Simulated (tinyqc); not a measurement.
# Resistance of a tapered via with liner, size effect and interface: effects of single changes

A round via whose diameter grows from db at the bottom as D(z) = db + 2 z/tan(ang). The fill, of diameter D - 2 tl, starts above the bottom liner (thickness fb tl) and has rho = rho0 (1 + ks lam/(D - 2 tl)); the sidewall liner conducts in parallel with it. The bottom liner and the interface are crossed over the full area pi db^2/4. Spreading in the lines above and below is left out.

Values chosen for this exercise; fill metal close to ruthenium:

| symbol | value | unit | meaning |
|---|---|---|---|
| db | 21 | nm | diameter at the bottom |
| hv | 27 | nm | height |
| ang | 87 | degrees | sidewall angle |
| rho0 | 7.95 | uohm cm | bulk resistivity of the fill |
| lam | 6.44 | nm | mean free path of the fill |
| ks | 1.1 |  | size-effect factor |
| tl | 0.3 | nm | liner on the sidewall |
| fb | 1 |  | liner at the bottom over that on the sidewall |
| rl | 310 | uohm cm | resistivity of the liner |
| ri | 2.5e-12 | ohm cm^2 | interface resistivity at the bottom |
| Sb | 1.5e15 | S/m^2 | ballistic conductance per area, about 3/(4 rho0 lam) |
| rho2 | 5.42 | uohm cm | bulk resistivity of the second fill (close to tungsten) |
| lam2 | 15.3 | nm | its mean free path |
| tl2 | 3.8 | nm | its liner |

Each table varies one quantity; the others keep the values above.

## Via resistance against the diameter at the bottom

Slices between z0 = fb tl and hv, evaluated at their midpoints: conductance per length pi/4 [(D - 2 tl)^2/rho + (D^2 - (D - 2 tl)^2)/rl], slice resistance = slice height over that. 2000 slices. R_fill = sum of the slices; R_bottom = rl fb tl/(pi db^2/4); R_interface = ri/(pi db^2/4); ballistic (Sharvin) limit 1/(Sb pi (db - 2 tl)^2/4); ideal cylinder rho0 hv/(pi db^2/4).

Via resistance against the diameter at the bottom:
columns A: db (nm); B: R_fill (ohm); C: R_bottom (ohm); D: R_interface (ohm); E: R (ohm); F: ballistic limit (ohm); G: R over ideal cylinder; H: largest part
```
A         B       C        D       E       F      G     H
6     124.6   32.89    8.842   166.3   29.11  2.191  fill
8.3   59.19   17.19    4.621   81.00   14.32  2.042  fill
11    31.34   9.786    2.631   43.76   7.848  1.937  fill
16    13.64   4.625    1.243   19.51   3.579  1.828  fill
22    6.813   2.447   0.6577   9.917   1.853  1.756  fill
30    3.501   1.316   0.3537   5.170  0.9820  1.703  fill
42    1.718  0.6713   0.1804   2.569  0.4952  1.658  fill
58   0.8749  0.3520  0.09462   1.322  0.2576  1.627  fill
80   0.4499  0.1850  0.04974  0.6846  0.1346  1.603  fill
```

What does the comparison show?

R falls from 166 to 0.685 ohm. The fill is the largest part at db = 6 and in all other rows. R goes as db^(-2.22) between the first two rows and db^(-2.05) between the last two; area alone gives -2.

## Via resistance against the liner on the sidewall

Same model as above.

2000 slices.

The same in every row: R_interface (ohm) = 0.7218.

Via resistance against the liner on the sidewall:
```
tl (nm)  R_fill (ohm)  R_bottom (ohm)  R (ohm)  ballistic limit (ohm)  R over ideal cylinder  largest part
0               7.194               0    7.916                  1.925                  1.277          fill
0.6             7.904           5.370    14.00                  2.165                  2.258          fill
1.1             8.588           9.845    19.16                  2.402                  3.091  bottom liner
1.7             9.547           15.22    25.48                  2.740                  4.112  bottom liner
2.3             10.69           20.59    32.00                  3.156                  5.163  bottom liner
2.9             12.07           25.96    38.75                  3.674                  6.253  bottom liner
3.4             13.46           30.43    44.61                  4.210                  7.198  bottom liner
4               15.47           35.80    52.00                  5.023                  8.390  bottom liner
```

Read the table: what changes, and by how much?

R rises from 7.92 to 52.0 ohm. The fill is the largest part at tl = 0, the bottom liner from 1.1 on. The share of the two bottom terms goes from 9.12 to 70.2 %.

## Two fill metals against the diameter

2000 slices. R_fill = sum of the slices; R_bottom = rl fb tl/(pi db^2/4); R_interface = ri/(pi db^2/4). The second fill has rho2, lam2 and tl2 in place of rho0, lam and tl.

Two fill metals against the diameter:
```
db (nm)  R, first fill (ohm)  R, second fill (ohm)  ratio second/first
12                     36.23                 244.7               6.753
17                     17.14                 84.37               4.922
24                     8.255                 35.88               4.346
35                     3.750                 15.47               4.125
49                     1.869                 7.573               4.052
70                    0.8992                 3.617               4.022
100                   0.4347                 1.745               4.013
```

What does the table show?

The ratio goes from 6.75 to 4.01. The first fill gives the lower R in every row.

Program tinyqc, `OMP_NUM_THREADS=1 python tinyqc.py 2750198 2750199 out.jsonl`; Intel Xeon 2.30GHz, shared host, one thread, about 0.01 s.
